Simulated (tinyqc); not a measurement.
Extended Hueckel theory, for BeH2+, step by step. The parameters take no account of the charge, which enters only through the electron count. One step of it, computed by the program tinyqc.

Problem. Wolfsberg-Helmholz matrix. H_ij = K' S_ij (H_ii + H_jj)/2 for i != j (the diagonal keeps H_ii), with K' = 1.5.

overlap S:
```
           1Be 2s   1Be 2px    1Be 2py   1Be 2pz     2H 1s      3H 1s
1Be 2s   1.000000  0.000000   0.000000  0.000000  0.460368   0.460368
1Be 2px  0.000000  1.000000   0.000000  0.000000  0.000000   0.000000
1Be 2py  0.000000  0.000000   1.000000  0.000000  0.547303  -0.547303
1Be 2pz  0.000000  0.000000   0.000000  1.000000  0.000000   0.000000
2H 1s    0.460368  0.000000   0.547303  0.000000  1.000000   0.033182
3H 1s    0.460368  0.000000  -0.547303  0.000000  0.033182   1.000000
```

diagonal H_ii (eV): 1Be 2s -10.000000, 1Be 2px -6.000000, 1Be 2py -6.000000, 1Be 2pz -6.000000, 2H 1s -13.600000, 3H 1s -13.600000

K = 1.500000

Give: H.

Solution.

H (eV):
```
           1Be 2s  1Be 2px  1Be 2py  1Be 2pz     2H 1s     3H 1s
1Be 2s   -10.0000   0.0000   0.0000   0.0000   -8.1485   -8.1485
1Be 2px    0.0000  -6.0000   0.0000   0.0000    0.0000    0.0000
1Be 2py    0.0000   0.0000  -6.0000   0.0000   -8.0454    8.0454
1Be 2pz    0.0000   0.0000   0.0000  -6.0000    0.0000    0.0000
2H 1s     -8.1485   0.0000  -8.0454   0.0000  -13.6000   -0.6769
3H 1s     -8.1485   0.0000   8.0454   0.0000   -0.6769  -13.6000
```
